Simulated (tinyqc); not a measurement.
Hydrostatic strain: sp3s* tight binding with spin-orbit coupling, strained.

sp3s* tight binding, nearest neighbours only: anion (a) at 0, cation (c) at a/4 (1,1,1), orbitals s, px, py, pz, s* on each; k in units of 2 pi/a. With phases e_j = exp(i (pi/2) k.n_j) for n = (1,1,1), (1,-1,-1), (-1,1,-1), (-1,-1,1): g0 = (e1+e2+e3+e4)/4, g1 = (e1+e2-e3-e4)/4, g2 = (e1-e2+e3-e4)/4, g3 = (e1-e2-e3+e4)/4. The diagonal holds the levels Esa, Epa, Exa (s*) and Esc, Epc, Exc. Anion-cation block: <sa|sc> = Vss g0; <sa|xc> = Vsapc g1; <xa|sc> = -Vscpa g1; <xa|xc> = Vxx g0; <xa|yc> = <ya|xc> = Vxy g3, <xa|zc> = <za|xc> = Vxy g2, <ya|zc> = <za|yc> = Vxy g1; <s*a|xc> = Vxapc g1; <xa|s*c> = -Vpaxc g1; y and z take g2 and g3 in place of g1; s-s* and s*-s* vanish.

Spin-orbit coupling acts within the p shell of each atom as (D/3) L.sigma, D = Da or Dc: it puts four states at Ep + D/3 and two at Ep - 2D/3.

Strain e moves each bond vector to d = (1 + e) d0 (no internal displacement for the diagonal strains used here) and k is given in fractions of the strained reciprocal cell, so the phases stay. Two-centre values Vss_sigma = Vss/4, Vsp_sigma = sqrt3 V/4 for each s-p and s*-p pair, Vpp_sigma = (Vxx + 2 Vxy)/4, Vpp_pi = (Vxx - Vxy)/4 are scaled by (d0/d)^eta and combined with the new direction cosines; the levels on the diagonal stay.

Values chosen for the exercise (near a published set for SiC, fitted to gaps, whose masses and valley positions are rough; spin-orbit coupling, where it is added without a refit, lifts the valence top and shrinks all gaps by about a third of the splitting; the results hold for these values, not for the real material):
- Esa = -8.457 eV (s level of the anion)
- Epa = 2.126 eV (p level of the anion)
- Esc = -4.843 eV (s level of the cation)
- Epc = 4.337 eV (p level of the cation)
- Exa = 9.625 eV (s* level of the anion)
- Exc = 9.298 eV (s* level of the cation)
- Vss = -12.403 eV (s-s)
- Vxx = 3.044 eV (px-px)
- Vxy = 5.92 eV (px-py)
- Vsapc = 9.506 eV (s anion, p cation)
- Vscpa = 9.198 eV (s cation, p anion)
- Vxapc = 8.691 eV (s* anion, p cation)
- Vpaxc = 4.398 eV (p anion, s* cation)
- Da = 0.006 eV (atomic spin-orbit splitting, anion)
- Dc = 0.042 eV (the same, cation)
- eta = 2 (scaling exponent)

exx = eyy = ezz = e. Gaps as measured from the top of the valence band; the deformation potentials are (gap(0.01) - gap(-0.01))/0.06.

Gaps (eV):

| e | Gamma | Delta | L | x of the minimum |
|---|---|---|---|---|
| -0.03 | 6.8118 | 2.4462 | 3.7531 | 1.000 |
| -0.02 | 6.5095 | 2.4088 | 3.6897 | 1.000 |
| -0.01 | 6.1924 | 2.3736 | 3.6263 | 1.000 |
| 0.00 | 5.8850 | 2.3405 | 3.5629 | 1.000 |
| 0.01 | 5.5870 | 2.3092 | 3.4992 | 1.000 |
| 0.02 | 5.2979 | 2.2798 | 3.4355 | 1.000 |
| 0.03 | 5.0174 | 2.2521 | 3.3714 | 1.000 |

gap deformation potentials (eV): Gamma -10.091, Delta -1.074, L -2.118

What does the comparison show, and why?

Per unit of volume strain the gaps move by -10.09 (Gamma), -1.07 (Delta) and -2.12 eV (L). The lowest valley stays the Delta line over the range. These potentials follow from the one exponent eta, which fitted models replace by one for each integral; with it the sizes are rough, the sign for Delta can be wrong (in Si, Ge and the III-V crystals measured values are small and positive), and the pressures at which valleys cross, and which valley takes over, are rough too. A gap of zero, where one is listed, marks an s level that has sunk below the valence top.

Computed by tinyqc, a small Python program: `OMP_NUM_THREADS=1 python tinyqc.py 1482472 1482473 out.jsonl` (the numbers bound the seed that draws the inputs); one thread of a shared host (Intel(R) Xeon(R) Processor @ 2.30GHz), about 0.1 s for the whole set of steps.
